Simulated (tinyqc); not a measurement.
# Thermophotovoltaic cell, detailed-balance limit: effect of the share of the hemisphere filled by the emitter

Every photon above the gap Eg makes one pair and none below is absorbed; carriers thermalise at T and move without loss. Jsc = q F Phi(Eg, Ts); the dark current is J0 = q ge Phi(Eg, T)/ERE with the Boltzmann factor exp(V/Vt). Photons below the gap return to the emitter with reflectance Rf, and the efficiency is the electrical power over the radiant power not returned (luminescence back to the emitter is not credited).

Photon flux above E from a black body at temperature T into a hemisphere: Phi(E, T) = A sum_k exp(-k E/th)[E^2 th/k + 2 E th^2/k^2 + 2 th^3/k^3], k = 1, 2, ..., with th = kB T/q in eV and A = 2 pi q^3/(h^3 c^2). J(V) = Jsc - J0 (exp(V/Vt) - 1); Voc = Vt ln(1 + Jsc/J0); at maximum power v = Vmp/Vt solves (1 + v) exp(v) = 1 + Jsc/J0. Pin = F sigma Ts^4, sigma = 2 pi^5 kB^4/(15 h^3 c^2). Power above the gap: Pg = F A q sum_k exp(-k Eg/th)[Eg^3 a + 3 Eg^2 a^2 + 6 Eg a^3 + 6 a^4], a = th/k at Ts; power not returned Pab = Pin - Rf (Pin - Pg). FF = Vmp Jmp/(Voc Jsc).

Values chosen for this exercise:
```
symbol  value  unit                                meaning
T         280     K                       cell temperature
Ts       2000     K                    emitter temperature
Rf        0.9        reflectance for photons below the gap
ERE       0.1                external radiative efficiency
ge          2                    number of faces that emit
Eg       1.06    eV                               band gap
```

Constants: q = 1.602176634e-19 C, kB = 1.380649e-23 J/K, h = 6.62607015e-34 J s, c = 299792458 m/s, Vt = kB T/q. Results are converted to the units shown.

Result of one run:

| F | Jsc (mA/cm^2) | Voc (V) | Eg/q - Voc (V) | FF | efficiency (%) |
|---|---|---|---|---|---|
| 0.85 | 7667 | 0.8895 | 0.1705 | 0.8777 | 36.09 |

What becomes of these results when the share of the hemisphere filled by the emitter F is changed from 0.85 to 0.1, all else the same?

Result of the changed run:

| F | Jsc (mA/cm^2) | Voc (V) | Eg/q - Voc (V) | FF | efficiency (%) |
|---|---|---|---|---|---|
| 0.1 | 902.0 | 0.8379 | 0.2221 | 0.8721 | 33.77 |

The whole series:

| F | Jsc (mA/cm^2) | Voc (V) | Eg/q - Voc (V) | FF | efficiency (%) |
|---|---|---|---|---|---|
| 0.1 | 902.0 | 0.8379 | 0.2221 | 0.8721 | 33.77 |
| 0.25 | 2255 | 0.8600 | 0.2000 | 0.8746 | 34.77 |
| 0.4 | 3608 | 0.8713 | 0.1887 | 0.8758 | 35.27 |
| 0.55 | 4961 | 0.8790 | 0.1810 | 0.8766 | 35.62 |
| 0.7 | 6314 | 0.8848 | 0.1752 | 0.8773 | 35.88 |
| 0.85 | 7667 | 0.8895 | 0.1705 | 0.8777 | 36.09 |
| 1 | 9020 | 0.8934 | 0.1666 | 0.8782 | 36.27 |

As F goes from 0.1 to 1, Jsc rises from 902 to 9020 mA/cm^2, Voc rises from 0.838 to 0.893 V and the efficiency rises from 33.8 to 36.3 %.

Numbers from tinyqc (`OMP_NUM_THREADS=1 python tinyqc.py 2820114 2820115 out.jsonl`; about 0.01 s on one thread of a shared Intel Xeon 2.30GHz).
